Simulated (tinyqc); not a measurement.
Worked calculation: tight binding, dimerised chain. One step of it, computed by the program tinyqc.

Problem. Open chain of 3 cells. The same hoppings without the wrap-around bond.

H of the open chain (eV):
```
           1          2          3          4          5          6
1   0.000000  -1.910000   0.000000   0.000000   0.000000   0.000000
2  -1.910000   0.000000  -1.100000   0.000000   0.000000   0.000000
3   0.000000  -1.100000   0.000000  -1.910000   0.000000   0.000000
4   0.000000   0.000000  -1.910000   0.000000  -1.100000   0.000000
5   0.000000   0.000000   0.000000  -1.100000   0.000000  -1.910000
6   0.000000   0.000000   0.000000   0.000000  -1.910000   0.000000
```

Give: levels; weights of the highest filled level on the sites.

Solution.

levels (eV): -2.7554  -2.0681  -1.2228  1.2228  2.0681  2.7554

weights of the highest filled level on the sites: 0.2033  0.0833  0.2134  0.2134  0.0833  0.2033

The bulk gap runs from -0.8100 to 0.8100 eV; no level of this chain lies inside it.
